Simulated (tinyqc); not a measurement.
Plane-wave Kohn-Sham cycle with exchange-only LDA in a layered model solid, step by step. One step of it, computed by the program tinyqc.

Problem. Iteration 1: potential. V_H(G) = 4 pi rho(G)/G^2 for G != 0 (uniform background); v_x = -(3 rho/pi)^(1/3); V = V_ext + V_H + v_x; Fourier components f(G_m) = (1/N) sum_j f(x_j) exp(-i G_m x_j).

A solid whose potential varies along x alone (atomic units):

| parameter | value |
|---|---|
| period a | 7.400000 |
| cross-section of the cell | 13.000000 |
| electrons per cell | 4 |
| grid points | 16 |
| plane waves -n..n, n | 2 |
| k points | 2 |
| V1 in V1 cos(2 pi x/a) | -0.400000 |

density at the start, on the grid x_j = j a/N (e/bohr^3): 0.04158004  0.04158004  0.04158004  0.04158004  0.04158004  0.04158004  0.04158004  0.04158004  0.04158004  0.04158004  0.04158004  0.04158004  0.04158004  0.04158004  0.04158004  0.04158004

Give: Potentials on the grid; V(G_m), m = 0, 1, 2, ....

Solution.

Potentials on the grid (hartree):

| x | V_ext | V_H | v_x | V |
|---|---|---|---|---|
| 0.000 | -0.400 | 0.000 | -0.341 | -0.741 |
| 0.463 | -0.370 | 0.000 | -0.341 | -0.711 |
| 0.925 | -0.283 | 0.000 | -0.341 | -0.624 |
| 1.387 | -0.153 | 0.000 | -0.341 | -0.494 |
| 1.850 | 0 | 0.000 | -0.341 | -0.341 |
| 2.312 | 0.153 | 0.000 | -0.341 | -0.188 |
| 2.775 | 0.283 | 0.000 | -0.341 | -0.058 |
| 3.237 | 0.370 | 0.000 | -0.341 | 0.028 |
| 3.700 | 0.400 | 0.000 | -0.341 | 0.059 |
| 4.162 | 0.370 | 0.000 | -0.341 | 0.028 |
| 4.625 | 0.283 | 0.000 | -0.341 | -0.058 |
| 5.088 | 0.153 | 0.000 | -0.341 | -0.188 |
| 5.550 | 0 | 0.000 | -0.341 | -0.341 |
| 6.013 | -0.153 | 0.000 | -0.341 | -0.494 |
| 6.475 | -0.283 | 0.000 | -0.341 | -0.624 |
| 6.938 | -0.370 | 0.000 | -0.341 | -0.711 |

V(G_m), m = 0, 1, 2, ... (hartree): -0.341  -0.200  0.000  0.000  0.000
